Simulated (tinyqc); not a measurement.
Inside a calculation. Model: an infinitely deep well in a field (quantum-confined Stark shift), Airy functions.

Computed by the program tinyqc: `OMP_NUM_THREADS=1 python tinyqc.py 2580107 2580108 out.jsonl`, one thread of a shared Intel Xeon 2.30GHz, about 0.03 s for the whole run. Printed values are rounded.

Hard walls at x = -L/2 and +L/2; between them U(x) = -F x (eV, zero at the centre). C = hbar^2/(2 m0), e = (C F^2/m1)^(1/3), z1 = (F L/2 - E)/e at the left wall and z2 = (-F L/2 - E)/e at the right wall. Levels are the roots of D(E) = Ai(z1) Bi(z2) - Ai(z2) Bi(z1).

Parameters, values chosen for the exercise:
- m1 = 0.079 m0 (mass)
- L = 6.4 nm (well width)
- F = 0.034 V/nm (field)
- n = 1 (level sought)

Constants: q = 1.602176634e-19 C, hbar = 1.054571817e-34 J s, m0 = 9.1093837015e-31 kg, hbar^2/(2 m0) = 0.0380998212 eV nm^2. Results are converted to the units shown.

## Level without field and second-order shift

E_n(0) = C (n pi/L)^2/m1; second-order shift m1 F^2 L^4 (1 - 15/(pi n)^2)/(48 C pi^2 n^2).

E_n(0) = 0.116208 eV
second-order shift = -4.41257 meV
F L/E_1(0) = 1.87251

## Step 1: secant step for the level

first trial energy = 0.1162 eV
second trial energy = 0.1104 eV

Secant step from the last two trial energies, E_a the older and E_b the newer: next = E_b - D(E_b) (E_b - E_a)/(D(E_b) - D(E_a)).

D(E_a) = 0.0159217
D(E_b) = -0.00538412
third trial energy = 0.111866 eV

## Step 2: secant step for the level

As before.

D(E_a) = -0.00538412
D(E_b) = 1.51069e-4
fourth trial energy = 0.111826 eV

## Course of the secant iteration

Stop when E changes by less than 1e-10 eV and the root is level n (n - 1 nodes between the walls). E_a and E_b start as the two trial energies.

Course of the iteration:
```
step    E (eV)  change (eV)
1     0.111866      1.47e-3
2     0.111826      4.00e-5
3     0.111825      3.66e-7
4     0.111825     9.46e-11
```

Converged in 4 steps to level 1.

## Stark shift

Exact shift E_n(F) - E_n(0), and the mean position <x> = -dE_n/dF. E_n(0) = C (n pi/L)^2/m1; second-order shift m1 F^2 L^4 (1 - 15/(pi n)^2)/(48 C pi^2 n^2).

E_n = 0.111825 eV
shift = -4.38257 meV
<x> = 0.25606 nm

The second-order estimate is 0.68 % above the exact shift in size.
